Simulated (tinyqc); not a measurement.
Heavy doping: band filling, gap narrowing, band tails and the effective intrinsic density: one step, computed by the program tinyqc.

An n-type crystal above its Mott density, with all dopants ionised: n = N_D - N_A, ionised centres N_I = N_D + N_A. Valleys are taken as spherical with mass m_e.

Question. Scales. n = N_D (1 - ratio); Ry* = Ry m_e/eps^2, a* = a_0 eps/m_e; r_s = (3/(4 pi n))^(1/3)/a*; k_F = (3 pi^2 n/M_c)^(1/3); Mott density (0.26/a*)^3.

Inputs (values chosen for the exercise, for a model semiconductor):
```
quantity                    value   unit
electron mass m_e           0.171    m_0
valleys M_c                     1      -
dielectric constant eps      8.43      -
donor density N_D           7e+19  cm^-3
compensation ratio N_A/N_D    0.1      -
```

Conduction band: non-parabolic (Kane).

Constants: a_0 = 0.529177210903 angstrom; Ry = 13.605693123 eV.

Give: n; Ry*; a*; r_s; k_F; Mott density.

Answer.

n = 6.30e+19 cm^-3

Ry* = 32.74 meV

a* = 26.09 angstrom

r_s = 0.5976

k_F = 0.1231 1/angstrom

Mott density = 9.900e+17 cm^-3
